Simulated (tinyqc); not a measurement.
# From single traps to 1/f noise

7 half-filled traps with time constants tau_j = 8.4e-8 s times 10^(1 j), j = 0..6, each shift the threshold by a = 1.77 uV when filled and give the Lorentzian a^2 tau/(1 + (2 pi f tau)^2). For time constants spread evenly in ln tau the sum tends to a^2/(4 f ln(10^1)). slope = d ln S/d ln f.

From single traps to 1/f noise:

| f (Hz) | S (uV^2/Hz) | 1/f limit (uV^2/Hz) | slope | j of the largest term |
|---|---|---|---|---|
| 0.01 | 0.2924 | 34.02 | -5.019e-5 | 6 |
| 0.1 | 0.2917 | 3.402 | -0.005004 | 6 |
| 1 | 0.2350 | 0.3402 | -0.3823 | 6 |
| 30 | 0.01141 | 0.01134 | -1.134 | 5 |
| 1000 | 3.366e-4 | 3.402e-4 | -0.8518 | 3 |
| 30000 | 1.150e-5 | 1.134e-5 | -1.146 | 2 |
| 1e6 | 3.075e-7 | 3.402e-7 | -0.9324 | 0 |
| 1e7 | 1.017e-8 | 3.402e-8 | -1.938 | 0 |
| 1e8 | 1.049e-10 | 3.402e-9 | -1.999 | 0 |

Read the table: what changes, and by how much?

Below the slowest trap (1/(2 pi tau) = 1.9 Hz) the spectrum is flat, slope 0.00 in the first row; above the fastest (1.9e6 Hz) the slope tends to -2 (-2.00 in the last row). In between, at 30, 1000 and 30000 Hz, the slopes are -1.13, -0.85 and -1.15, and S is 1.1 % below the 1/f limit at 1000 Hz.

Numbers from tinyqc (`OMP_NUM_THREADS=1 python tinyqc.py 2150064 2150065 out.jsonl`; about 0.01 s on one thread of a shared Intel Xeon 2.30GHz).
